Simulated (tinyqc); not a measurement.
What each parameter does: six-band k.p model of the valence band of a wurtzite crystal.

At k = 0: E1 = D1c + D2c + Te + Le (pure HH); E2, E3 = Le + u +/- sqrt(u^2 + 2 D3c^2), u = (D1c - D2c + Te)/2, D1c = Dcr, D2c = D3c = Dso/3. The weight of LH in state 2 is fL = (E2 - Le)^2/((E2 - Le)^2 + 2 D3c^2). Relative strengths of transitions to the conduction band: for E perpendicular to c (TE) 1/2, fL/2, (1 - fL)/2; for E along c (TM) 0, 1 - fL, fL, with one momentum element for both directions.

Strain of a c-plane layer: exx = eyy = e_par, ezz = -2 (C13/C33) e_par; Le = D1 ezz + D2 (exx + eyy), Te = D3 ezz + D4 (exx + eyy).

Conduction edge: Ec = (top of the unstrained valence band) + Eg + (a1 + D1) ezz + (a2 + D2)(exx + eyy).

Inputs chosen for the exercise (near those of GaN; the results hold for these values, not for the real material): Dcr = 0.0176 eV (crystal-field splitting); Dso = 0.0171 eV (spin-orbit splitting); Eg = 3.484 eV (direct gap at Gamma from the top of the unstrained valence band); a1 = -4.83 eV (gap potential along c); a2 = -11.31 eV (gap potential in the plane); D1 = -3.66 eV; D2 = 4.55 eV; D3 = 8.16 eV; D4 = -4.17 eV; C13 = 104 GPa; C33 = 389 GPa; e_par = 0.0023 (exx = eyy of a c-plane layer).

Splittings at k = 0 under the strain, fL and the lowest transition.

One parameter was then changed.

Results before and after:
```
case,E1 - E2 (meV),E1 - E3 (meV),fL,lowest transition (eV)
base,-9.09,14.57,0.1340,3.4580
changed,-9.09,14.57,0.1340,3.4684
```

Which of these changes was made? (a) D3 = 6.528 eV; (b) a1 = -3.864 eV; (c) Dcr = 0.01408 eV; (d) a2 = -9.048 eV; (e) C33 = 311.2 GPa; (f) Dso = 0.01368 eV; (g) D2 = 3.64 eV; (h) C13 = 83.2 GPa.

Answer: (d) a2 = -9.048 eV. Of the candidates, run in turn, only this one gives the changed row.

All candidates:
```
case,E1 - E2 (meV),E1 - E3 (meV),fL,lowest transition (eV)
base,-9.09,14.57,0.1340,3.4580
Dcr = 0.01408 eV,-12.19,14.15,0.1045,3.4549
C13 = 83.2 GPa,-7.37,14.86,0.1557,3.4566
D2 = 3.64 eV,-9.09,14.57,0.1340,3.4580
a1 = -3.864 eV,-9.09,14.57,0.1340,3.4569
Dso = 0.01368 eV,-9.31,11.38,0.1090,3.4578
C33 = 311.2 GPa,-11.29,14.26,0.1121,3.4598
a2 = -9.048 eV,-9.09,14.57,0.1340,3.4684
D3 = 6.528 eV,-7.37,14.86,0.1557,3.4578
```

D1 and D2 shift all valence edges and the conduction edge alike, so they drop out of splittings and transitions.

tinyqc: `OMP_NUM_THREADS=1 python tinyqc.py 1081554 1081555 out.jsonl`; about 0.01 s, one thread, shared Intel(R) Xeon(R) Processor @ 2.30GHz.
